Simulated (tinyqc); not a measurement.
# Ellipsometry and reflectance of a transparent film on an absorbing substrate: what changes with what

Air (index 1), film, substrate with N2 = n2 - i k2; time factor exp(+i w t). q_j = sqrt(N_j^2 - sin^2 th), root with positive real part. Fresnel coefficients r_s = (q_a - q_b)/(q_a + q_b), r_p = (N_b^2 q_a - N_a^2 q_b)/(N_b^2 q_a + N_a^2 q_b). tan(Psi) exp(i Delta) = R_p/R_s, Delta taken from 0 to 360 degrees.

Parameters, values chosen for the exercise; indices close to those of a porous low-k film on silicon: wavelength lam = 632.8 nm; angle of incidence th = 60 degrees; index of the transparent film n1 = 1.292; film thickness d = 270 nm; index of the substrate n2 = 3.882; extinction coefficient of the substrate k2 = 0.019.

Each table varies one quantity; the others keep the values above.

## Psi and Delta against the film thickness

beta = 2 pi d q1/lam, X = exp(-2 i beta), R = (r01 + r12 X)/(1 + r01 r12 X) for p and s. The last column is the derivative of Delta.

Results:

| d (nm) | Psi (degrees) | Delta (degrees) | \|R_p\|^2 | \|R_s\|^2 | dDelta/dd (degrees/nm) |
|---|---|---|---|---|---|
| 0 | 23.38 | 179.7 | 0.1098 | 0.5877 | -0.8137 |
| 1 | 23.38 | 178.9 | 0.1098 | 0.5876 | -0.8135 |
| 2 | 23.38 | 178.1 | 0.1099 | 0.5876 | -0.8131 |
| 3 | 23.39 | 177.3 | 0.1099 | 0.5875 | -0.8125 |
| 4 | 23.40 | 176.5 | 0.1100 | 0.5873 | -0.8117 |
| 5 | 23.41 | 175.7 | 0.1101 | 0.5871 | -0.8107 |
| 7 | 23.44 | 174.0 | 0.1103 | 0.5866 | -0.8079 |
| 8 | 23.46 | 173.2 | 0.1104 | 0.5863 | -0.8062 |

Estimate the missing row, d = 6 nm.

Computed row:

| d (nm) | Psi (degrees) | Delta (degrees) | \|R_p\|^2 | \|R_s\|^2 | dDelta/dd (degrees/nm) |
|---|---|---|---|---|---|
| 6 | 23.43 | 174.8 | 0.1102 | 0.5869 | -0.8094 |

With this row back in the table: Delta falls from 179.72 to 173.23 degrees while Psi moves from 23.38 to 23.46: Delta changes 78.0 times as much as Psi. With the slope of the first row an error of 0.01 degree in Delta means 0.012 nm.

## Effect of the angle of incidence

Same model as above.

dDelta/dd is the derivative of Delta; period lam/(2 q1).

Results:

| th (degrees) | Psi (degrees) | Delta (degrees) | \|R_p\|^2 | \|R_s\|^2 | dDelta/dd (degrees/nm) | period (nm) |
|---|---|---|---|---|---|---|
| 50 | 32.01 | 194.4 | 0.1875 | 0.4798 | -0.3985 | 304.1 |
| 55 | 29.41 | 205.4 | 0.1579 | 0.4967 | -0.4703 | 316.7 |
| 60 | 27.47 | 221.6 | 0.1384 | 0.5122 | -0.4855 | 330.0 |
| 65 | 27.13 | 242.5 | 0.1386 | 0.5281 | -0.3782 | 343.6 |
| 70 | 29.05 | 265.9 | 0.1694 | 0.5492 | -0.1687 | 356.8 |
| 75 | 32.85 | 289.2 | 0.2442 | 0.5857 | 0.01606 | 368.7 |
| 85 | 41.49 | 335.7 | 0.6161 | 0.7878 | 0.07595 | 384.6 |

Estimate the missing row, th = 80 degrees.

Computed row:

| th (degrees) | Psi (degrees) | Delta (degrees) | \|R_p\|^2 | \|R_s\|^2 | dDelta/dd (degrees/nm) | period (nm) |
|---|---|---|---|---|---|---|
| 80 | 37.35 | 312.2 | 0.3824 | 0.6562 | 0.09611 | 378.3 |

With this row back in the table: Psi goes from 32.0 through a minimum of 27.1 (at th = 65 among the rows listed) to 41.5 degrees and |R_p|^2 goes from 0.188 through a minimum of 0.138 (at th = 60 among the rows listed) to 0.616. The slope of Delta is largest in size, 0.486 degrees/nm, at th = 60 among the rows. The bare substrate has its smallest |R_p| near arctan(n2) = 75.6 degrees.

Program tinyqc, `OMP_NUM_THREADS=1 python tinyqc.py 2870107 2870108 out.jsonl`; Intel Xeon 2.30GHz, shared host, one thread, about 0.01 s.
